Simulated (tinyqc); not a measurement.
Inside a calculation. Model: Gupta-type many-body potential for a metal. Computed by tinyqc, a small Python program that keeps every step. Command: `OMP_NUM_THREADS=1 python tinyqc.py 3005513 3005514 out.jsonl gupta walk`. One thread of a shared host (Intel(R) Xeon(R) Processor @ 2.30GHz), about 0.01 s of CPU time with the checks. Intermediate numbers are printed to about 6 digits and carried at full precision; extremes and crossings named in words are read from the listed rows.

E_i = sum_j A exp(-p (r_ij/r0 - 1)) - xi rho_i^gamma, with rho_i = sum_j exp(-2 q (r_ij/r0 - 1)); gamma = 1/2 is the tight-binding second-moment form. The crystal is fcc unless stated; d is the neighbour distance and a fixed number of shells is kept.

Inputs (values chosen for the exercise, modelled on copper):
```
quantity                   value      unit
repulsion A               0.0896        eV
hopping xi                  1.21        eV
decay p                       11         -
decay q                     2.32         -
reference distance r0      2.556  angstrom
shells kept                    5         -
embedding exponent gamma     0.5         -
```

Surface: (100).

Constants: 1 eV/angstrom^3 = 160.2176634 GPa; 1 eV/angstrom^2 = 16.02176634 J/m^2.

## Equilibrium of the fcc crystal

fcc shells: d sqrt(k), k = 1..5, with 12, 6, 24, 12, 24 atoms; Omega = d^3/sqrt2. Equilibrium: dE/dd = 0; B = d^2 E''(d)/(9 Omega).

neighbour distance d = 2.57174 angstrom

lattice constant = 3.63699 angstrom

cohesive energy E_c = 3.42739 eV

bulk modulus B = 138.808 GPa

## Shell terms at equilibrium

Repulsion and density of one neighbour in each shell, and their sums.

Shells:
```
shell  count  r (angstrom)  repulsion (eV)      density
1         12       2.57174     8.37318e-02  9.71832e-01
2          6       3.63699     8.54885e-04  1.40527e-01
3         24       4.45438     2.53614e-05  3.18663e-02
4         12       5.14348     1.30687e-06  9.12128e-03
5         24       5.75058     9.58375e-08  3.02984e-03
```

repulsive energy = 1.01054 eV

density rho = 13.4521

The band term is -xi rho^gamma = -4.4379 eV; with the repulsion it gives -E_c.

## Unrelaxed vacancy

Each neighbour j of the vacancy loses one repulsive term and one density term: E_v = sum_shells count x {-repulsion - xi [(rho - density)^gamma - rho^gamma]}. (The removed atom returns to a bulk-like site, so its own energy cancels.)

vacancy energy E_v = 1.24493 eV

ratio E_v/E_c, E_c = xi rho^gamma less the repulsive energy = 0.363229

A pair potential gives E_v = E_c; here the ratio is 0.36, as the remaining bonds of the neighbours strengthen when one is lost.

## Elastic constants

Second derivatives of E/Omega at equilibrium under homogeneous strain: e_xx = h gives C11; e_xx = -e_yy = h gives 2 (C11 - C12); e_xy = e_yx = h/2 gives C44.

C11 = 172.681 GPa

C12 = 121.872 GPa

C44 = 79.9377 GPa

Cauchy pressure C12 - C44 = 41.9340 GPa

C12/C44 = 1.52; pair forces would give 1. The excess comes from the curvature of the embedding term.

## The (100) surface

Cut the crystal without relaxation; an atom in layer l keeps the neighbours that lie below the surface plane. Excess = E_i + E_c. Surface energy = sum of excesses over the layers, divided by the area per surface atom: (sqrt3/2) d^2 for (111), d^2 for (100), sqrt2 d^2 for (110).

Layers:
```
layer  nearest neighbours  repulsion (eV)      rho  excess (eV)
1                       8         0.67445   8.9811     0.475645
2                      12         1.00958  13.1355     0.051573
3                      12         1.01054  13.4400     0.001999
```

excess per surface atom = 0.529217 eV

surface energy = 1.28201 J/m^2

## Three surfaces against bond counting

Bond counting with pair bonds charges E_c/12 for each missing nearest neighbour: 3, 4 and 6 per surface cell.

Surfaces:
```
face   missing bonds  excess (eV)  bond counting (eV)     ratio  surface energy (J/m^2)
(111)              3     0.426165             0.85685  0.497364                 1.19208
(100)              4     0.529217             1.14246  0.463224                 1.28201
(110)              6     0.813518             1.71370  0.474715                 1.39350
```

The order of surface energies is (111) < (100) < (110), with (110)/(111) = 1.169 against 1.225 from counting first-neighbour bonds. The excess is 0.46 to 0.50 of the bond-counting value: atoms with fewer neighbours have stronger bonds. Further shells enter the excess but not the count. Caution: relaxation, left out here, lowers surface energies. Caution: fitted second-moment potentials usually give surface energies well below measured ones.

## Energy against coordination

Nearest neighbours only, z equal bonds relaxed to their best length: r/r0 = 1 + ln[A p z^(1 - gamma)/(2 q gamma xi)]/(p - 2 q gamma), E = z A exp(-p (r/r0 - 1)) - xi [z exp(-2 q (r/r0 - 1))]^gamma.

Relaxed bonds:
```
z   r (angstrom)  E per atom (eV)  E/z (eV)
1        2.24778         -1.26302  -1.26302
2        2.34984         -1.62816  -0.81408
3        2.40953         -1.88890  -0.62963
4        2.45189         -2.09885  -0.52471
6        2.51159         -2.43497  -0.40583
8        2.55395         -2.70562  -0.33820
9        2.57129         -2.82492  -0.31388
12       2.61365         -3.13891  -0.26158
```

Bonds lengthen from 2.248 to 2.614 angstrom between z = 1 and 12, and |E| grows as z^0.366, the exponent gamma (p - 2q)/(p - 2 q gamma) = 0.366; pair bonds would give z^1 at a fixed length.

Checks made by the program: sum of the shell terms (relative difference below 1e-10); (C11 + 2 C12)/3 against B (relative difference below 1e-10).
